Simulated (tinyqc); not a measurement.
Pariser-Parr-Pople SCF with singles CI, for the molecule C=C(C=O)C(=C)C(=C)C=O (SMILES; centres numbered as the heavy atoms are written), step by step. Computed by tinyqc, a small Python program that keeps every step. Settings: charge = 0, gamma = MN, start = huckel, damping = 0, iteration cap = 77, excitations kept = 6. Command: `OMP_NUM_THREADS=1 python tinyqc.py 25541 25542 out.jsonl` (the two numbers bound the seeds that draw the settings). One thread of a shared host (Intel(R) Xeon(R) Processor @ 2.60GHz), about 0.01 s of CPU time with the checks. Later iterations appear only in the table of the cycle.

## PPP integrals

Centres (angstrom, eV; a flat drawing with bonds scaled to 1.40 angstrom):
```
centre          x          y  core charge z          W   gamma_rr
1C       0.252000   1.944000              1  11.160000  11.130000
2C       0.969000   0.742000              1  11.160000  11.130000
3C       2.369000   0.762000              1  11.160000  11.130000
4O       3.087000  -0.440000              1  17.700000  15.200000
5C       0.287000  -0.481000              1  11.160000  11.130000
6C       1.005000  -1.683000              1  11.160000  11.130000
7C      -1.113000  -0.501000              1  11.160000  11.130000
8C      -1.795000  -1.724000              1  11.160000  11.130000
9C      -1.830000   0.701000              1  11.160000  11.130000
10O     -3.230000   0.680000              1  17.700000  15.200000
```

Resonance integrals (eV):
```
i   j       beta
1   2  -2.390000
2   3  -2.390000
3   4  -2.510000
2   5  -2.390000
5   6  -2.390000
5   7  -2.390000
7   8  -2.390000
7   9  -2.390000
9  10  -2.510000
```

Mataga-Nishimoto: gamma = 14.399645/(R + a), a = 2 x 14.399645/(gamma_rr + gamma_ss); H_rr = -W_r - sum_(s != r) z_s gamma_rs; H_rs = beta for bonds.

repulsion gamma_rs (eV), lower triangle:
```
            1C         2C         3C         4O         5C         6C         7C         8C
1C   11.130000
2C    5.346324  11.130000
3C    3.872543   5.345255  11.130000
4O    3.001223   4.091643   5.773948  15.200000
5C    3.871891   5.344934   3.872337   3.697827  11.130000
6C    2.881019   3.871876   3.517681   4.092428   5.345306  11.130000
7C    3.517263   3.872337   2.881224   2.719878   5.345255   3.871634  11.130000
8C    2.620835   2.881119   2.343915   2.344528   3.872337   3.517197   5.344934  11.130000
9C    3.872337   3.518056   2.621353   2.344672   3.872543   2.881132   5.346324   3.871891
10O   3.001110   2.720384   2.151325   1.955712   3.001516   2.422787   4.093225   3.698377

            9C        10O
9C   11.130000
10O   5.773854  15.200000
```

core matrix H (eV), lower triangle:
```
             1C          2C          3C          4O          5C          6C          7C          8C
1C   -43.144544
2C    -2.390000  -48.151928
3C     0.000000   -2.390000  -43.539582
4O     0.000000    0.000000   -2.510000  -47.721859
5C     0.000000   -2.390000    0.000000    0.000000  -49.383948
6C     0.000000    0.000000    0.000000    0.000000   -2.390000  -43.561060
7C     0.000000    0.000000    0.000000    0.000000   -2.390000    0.000000  -48.152075
8C     0.000000    0.000000    0.000000    0.000000    0.000000    0.000000   -2.390000  -41.655132
9C     0.000000    0.000000    0.000000    0.000000    0.000000    0.000000   -2.390000    0.000000
10O    0.000000    0.000000    0.000000    0.000000    0.000000    0.000000    0.000000    0.000000

             9C         10O
9C   -45.262161
10O   -2.510000  -46.518291
```

## Starting guess

pi electrons, sum of z_r less the charge = 10

Orbitals of the Hueckel matrix of the beta values.

P at the start, lower triangle:
```
            1C         2C         3C         4O         5C         6C        7C         8C
1C    1.000000
2C    0.828667   1.000000
3C    0.000000   0.404619   1.000000
4O   -0.403776   0.000000   0.910465   1.000000
5C    0.000000   0.378863   0.000000  -0.081756   1.000000
6C   -0.379686   0.000000  -0.077847   0.000000   0.836396   1.000000
7C   -0.070119   0.000000  -0.033769   0.000000   0.378863   0.000000  1.000000
8C    0.000000  -0.070119   0.000000   0.034612   0.000000  -0.379686  0.828667   1.000000
9C    0.000000  -0.033769   0.000000   0.011679   0.000000  -0.077847  0.404619   0.000000
10O   0.034612   0.000000   0.011679   0.000000  -0.081756   0.000000  0.000000  -0.403776

           9C       10O
9C   1.000000
10O  0.910465  1.000000
```

## Iteration 1: Fock matrix

F_rr = H_rr + P_rr gamma_rr / 2 + sum_(s != r) P_ss gamma_rs; F_rs = H_rs - P_rs gamma_rs / 2; E = tr P (H + F) / 2 + core repulsion sum_(r<s) z_r z_s gamma_rs.

F (eV), lower triangle:
```
            1C         2C         3C          4O         5C         6C         7C         8C
1C   -5.595000
2C   -4.605162  -5.595000
3C    0.000000  -3.471395  -5.595000
4O    0.605910   0.000000  -5.138489  -10.100000
5C    0.000000  -3.402499   0.000000    0.151159  -5.595000
6C    0.546941   0.000000   0.136920    0.000000  -4.625395  -5.595000
7C    0.123313   0.000000   0.048648    0.000000  -3.402560   0.000000  -5.595000
8C    0.000000   0.101010   0.000000   -0.040574   0.000000   0.667714  -4.604586  -5.595000
9C    0.000000   0.059401   0.000000   -0.013692   0.000000   0.112144  -3.471611   0.000000
10O  -0.051937   0.000000  -0.012563    0.000000   0.122695   0.000000   0.000000   0.746657

            9C         10O
9C   -5.595000
10O  -5.138447  -10.100000
```

pi energy = -136.412304 eV

## Iteration 1: orbitals and new P

Diagonalise F (the basis is taken as orthonormal) and form P = 2 sum c c over the lowest orbitals.

orbital energies (eV): -14.396496  -13.999424  -12.598683  -10.666345  -9.160156  -3.034489  -2.904721  -1.375244  0.718462  2.457095

P after iteration 1, lower triangle:
```
            1C         2C         3C         4O         5C         6C         7C         8C
1C    0.891941
2C    0.850460   1.010994
3C    0.179585   0.385795   0.674208
4O   -0.329326  -0.049267   0.840228   1.422624
5C   -0.012291   0.348477   0.025994  -0.061069   0.995251
6C   -0.344803  -0.004120  -0.072213   0.016974   0.861631   1.003405
7C   -0.065235  -0.002317  -0.026690   0.005587   0.355676  -0.002862   1.009575
8C    0.013595  -0.054557  -0.007965   0.019480  -0.014717  -0.357116   0.843779   0.895156
9C   -0.011930  -0.029470  -0.007333   0.009149   0.028776  -0.073855   0.392853   0.177080
10O   0.026678   0.005379   0.008216  -0.003311  -0.063457   0.013292  -0.045757  -0.338133

           9C       10O
9C   0.678401
10O  0.838721  1.418446
```

## Iteration 2: Fock matrix

As before.

F (eV), lower triangle:
```
            1C         2C         3C         4O         5C         6C         7C         8C
1C   -6.370045
2C   -4.663416  -6.394014
3C   -0.347726  -3.421087  -5.494905
4O    0.494191   0.100791  -4.935717  -9.207570
5C    0.023794  -3.321293  -0.050329   0.112912  -6.005892
6C    0.496692   0.007976   0.127012  -0.034732  -4.692841  -5.531115
7C    0.114724   0.004486   0.038450  -0.007598  -3.340590   0.005540  -6.247578
8C   -0.017815   0.078592   0.009334  -0.022836   0.028495   0.628023  -4.644972  -5.855627
9C    0.023099   0.051838   0.009612  -0.010726  -0.055719   0.106393  -3.440158  -0.342818
10O  -0.040032  -0.007317  -0.008838   0.003237   0.095234  -0.016101   0.093646   0.625272

            9C        10O
9C   -5.574855
10O  -4.931326  -9.299988
```

pi energy = -138.272300 eV

## Iteration 2: orbitals and new P

As before.

orbital energies (eV): -14.476712  -13.570568  -12.217175  -10.943058  -9.499013  -3.158653  -2.826066  -1.425226  0.206426  1.928456

P after iteration 2, lower triangle:
```
            1C         2C         3C         4O         5C         6C         7C         8C
1C    0.928007
2C    0.861786   1.004787
3C    0.170004   0.369035   0.703204
4O   -0.322299  -0.050911   0.861284   1.384595
5C   -0.042452   0.338874   0.017110  -0.057270   1.030609
6C   -0.334925   0.017681  -0.063978   0.012434   0.868236   0.936480
7C   -0.062781  -0.002831  -0.023237   0.005854   0.345914  -0.001061   1.027974
8C    0.028744  -0.050840  -0.003677   0.015974  -0.037968  -0.346120   0.847857   0.881026
9C   -0.007579  -0.027189  -0.005083   0.008325   0.020384  -0.072343   0.389565   0.177963
10O   0.023723   0.006567   0.006923  -0.003864  -0.059208   0.019062  -0.066439  -0.332255

           9C       10O
9C   0.709860
10O  0.851966  1.393457
```

## Iteration 3: Fock matrix

As before.

F (eV), lower triangle:
```
            1C         2C         3C         4O         5C         6C         7C         8C
1C   -6.185763
2C   -4.693693  -6.233246
3C   -0.329174  -3.376294  -5.496530
4O    0.483645   0.104155  -4.996505  -9.347653
5C    0.082184  -3.295631  -0.033128   0.105888  -5.998272
6C    0.482462  -0.034229   0.112526  -0.025442  -4.710493  -5.636674
7C    0.110408   0.005481   0.033475  -0.007962  -3.314500   0.002053  -6.141980
8C   -0.037667   0.073238   0.004309  -0.018726   0.073513   0.608686  -4.655869  -5.849548
9C    0.014675   0.047826   0.006662  -0.009759  -0.039468   0.104215  -3.431371  -0.344526
10O  -0.035598  -0.008932  -0.007447   0.003778   0.088856  -0.023092   0.135974   0.614403

            9C        10O
9C   -5.451629
10O  -4.969564  -9.261861
```

pi energy = -138.319688 eV

## Iteration 3: orbitals and new P

As before.

orbital energies (eV): -14.398760  -13.544125  -12.263434  -10.897520  -9.534965  -3.075751  -2.773995  -1.435815  0.315180  2.006028

P after iteration 3, lower triangle:
```
            1C         2C         3C         4O         5C         6C         7C         8C
1C    0.921659
2C    0.864558   1.007871
3C    0.175518   0.366098   0.697051
4O   -0.315369  -0.056753   0.859401   1.393940
5C   -0.042126   0.334244   0.017404  -0.055192   1.024007
6C   -0.330333   0.018950  -0.062686   0.013488   0.871845   0.942891
7C   -0.061922  -0.003241  -0.022426   0.006340   0.342614   0.001860   1.023895
8C    0.029070  -0.049163  -0.003723   0.014663  -0.036053  -0.342995   0.851010   0.885225
9C   -0.007261  -0.026066  -0.004881   0.007907   0.020627  -0.070917   0.385870   0.180630
10O   0.022617   0.006636   0.006610  -0.003955  -0.057948   0.018882  -0.067374  -0.327941

           9C       10O
9C   0.706762
10O  0.852183  1.396700
```

## Convergence

Stop when output and input P, before any damping, agree to 1e-7.

Course of the cycle:
```
iteration         E (eV)  largest |P(out) - P(in)|
1          -136.41230385                  4.23e-01
2          -138.27230036                  6.69e-02
3          -138.31968828                  9.35e-03
4          -138.32238777                  1.91e-03
5          -138.32264570                  6.74e-04
6          -138.32267839                  2.58e-04
7          -138.32268304                  1.09e-04
8          -138.32268374                  4.69e-05
9          -138.32268385                  2.04e-05
10         -138.32268386                  8.94e-06
11         -138.32268387                  3.96e-06
12         -138.32268387                  1.76e-06
13         -138.32268387                  7.90e-07
14         -138.32268387                  3.56e-07
15         -138.32268387                  1.61e-07
16         -138.32268387                  7.34e-08
```

Converged in 16 iterations.

## Converged orbitals

Charges are z - P_rr.

orbital energies (eV): -14.402927  -13.542662  -12.260493  -10.909472  -9.544813  -3.076197  -2.774161  -1.432985  0.301177  1.987169

coefficients:
```
          MO1        MO2        MO3        MO4        MO5        MO6        MO7        MO8
1C   0.228501  -0.169059  -0.142844   0.439454  -0.408615   0.604787  -0.189976   0.080161
2C   0.437310  -0.272605  -0.193584   0.396752  -0.208651  -0.303567   0.107758  -0.094920
3C   0.335149  -0.395663   0.273453  -0.065387  -0.029942  -0.428408   0.203166   0.433779
4O   0.292368  -0.440625   0.505766  -0.371417   0.152254   0.378399  -0.168431  -0.279295
5C   0.431458   0.035601  -0.409097  -0.024384   0.396238  -0.122212  -0.053694  -0.428923
6C   0.203532   0.016222  -0.276304  -0.010212   0.593652   0.365944   0.171918   0.530464
7C   0.390661   0.325874  -0.171541  -0.414859  -0.227861  -0.075301  -0.283243  -0.091295
8C   0.188044   0.180364  -0.123989  -0.426437  -0.421144   0.213392   0.604433   0.092615
9C   0.289481   0.434424   0.275197   0.060043  -0.041362  -0.089238  -0.480293   0.409525
10O  0.243694   0.466289   0.497300   0.385982   0.158112   0.085675   0.417092  -0.261541

           MO9       MO10
1C   -0.291593   0.213084
2C    0.446952  -0.428351
3C   -0.425563   0.238954
4O    0.211349  -0.095974
5C   -0.020142   0.534245
6C    0.018903  -0.290208
7C   -0.433066  -0.453825
8C    0.292617   0.229014
9C    0.417009   0.257243
10O  -0.203973  -0.102878
```

pi charges: 1C 0.077432, 2C -0.007951, 3C 0.302354, 4O -0.393121, 5C -0.024766, 6C 0.058882, 7C -0.024530, 8C 0.115049, 9C 0.292854, 10O -0.396202

## Singles CI, singlets

Over the 6 single excitations with the smallest orbital gaps: A = (e_a - e_i) delta + 2 (ia|jb) - (ij|ab), with (pq|rs) = sum c_mp c_mq gamma_mn c_nr c_ns. f = 2/3 w |mu|^2 in atomic units, mu = sqrt2 sum c_ia sum_m c_mi c_ma R_m.

singlet CI matrix (eV), lower triangle:
```
           5>6        5>7        4>6        5>8        4>7       3>6
5>6   3.925411
5>7   0.035412   3.860356
4>6  -0.323427   0.122774   5.170669
5>8   0.407284   0.022139  -0.268992   5.066212
4>7   0.045850   0.164594  -0.037204   0.059483   5.258224
3>6   0.332214  -0.051523  -0.008078  -0.096124  -0.005335  6.070070
```

singlet excitation energies (eV): 3.688251  3.846700  4.857849  5.263246  5.569593  6.125302

oscillator strengths: 0.169284  0.071896  0.004447  0.311561  1.072830  0.152707

## Singles CI, triplets

Over the 6 single excitations with the smallest orbital gaps: A = (e_a - e_i) delta - (ij|ab), with (pq|rs) = sum c_mp c_mq gamma_mn c_nr c_ns.

triplet CI matrix (eV), lower triangle:
```
           5>6        5>7        4>6       5>8        4>7       3>6
5>6   1.998527
5>7  -0.228201   2.570288
4>6   0.895250  -0.660845   3.390381
5>8  -0.771310  -0.405893  -0.110816  3.351801
4>7  -0.660845  -0.885670   0.015095  0.130953   3.509686
3>6  -0.017955   0.112925   0.880627  0.434745  -0.635636  4.907067
```

triplet excitation energies (eV): 1.097746  1.799746  2.816085  4.093549  4.347688  5.572935
